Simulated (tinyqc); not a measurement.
What each parameter does: two-band massive Dirac model of the K valleys.

Basis (conduction, valence): H = [[D/2, a t (tau kx - i ky)], [a t (tau kx + i ky), -D/2 + lam tau sz]], valley tau = +/-1, spin sz = +/-1. The gap of a spin and valley is G = D - lam tau sz. Berry curvature Omega = curl of i<u|grad u>; for the conduction band Omega_c = -tau 2 a^2 t^2 G/(G^2 + 4 a^2 t^2 k^2)^(3/2), and Omega_v = -Omega_c.

Constants: hbar^2/2m0 = 3.80998211 eV angstrom^2.

Inputs chosen for the exercise (near those used for monolayer MoSe2; not measured data):
- a = 3.319 angstrom (lattice constant)
- D = 1.41 eV (gap parameter)
- t = 0.87 eV (effective hopping)
- lam = 0.092 eV (half the valence spin splitting)

Flavour tau = sz = +1 at k = 0: gap G, mass c G/(a t)^2 with c = hbar^2/2m0, Omega_c, and the B - A splitting 2 lam.

One parameter was then changed.

Results before and after:
```
case     G (eV)  mass (m0)  Omega_c (angstrom^2)  B - A (eV)
base     1.3180     0.6023                -9.600      0.1840
changed  1.3180     0.7435                -7.776      0.1840
```

Which of these changes was made? (a) D = 1.269 eV; (b) a = 3.3854 angstrom; (c) t = 0.783 eV; (d) lam = 0.138 eV.

Answer: (c) t = 0.783 eV. Of the candidates, run in turn, only this one gives the changed row.

All candidates:
```
case                 G (eV)  mass (m0)  Omega_c (angstrom^2)  B - A (eV)
base                 1.3180     0.6023                -9.600      0.1840
a = 3.3854 angstrom  1.3180     0.5789                -9.988      0.1840
D = 1.269 eV         1.1770     0.5378               -12.037      0.1840
t = 0.783 eV         1.3180     0.7435                -7.776      0.1840
lam = 0.138 eV       1.2720     0.5812               -10.306      0.2760
```

The mass goes as G/(a t)^2 and the curvature as (a t)^2/G^2, so their product is -2c/G.

Run: tinyqc, `OMP_NUM_THREADS=1 python tinyqc.py 1452749 1452750 out.jsonl`; Intel(R) Xeon(R) Processor @ 2.30GHz, one thread, shared host; about 0.01 s of CPU time with all checks.
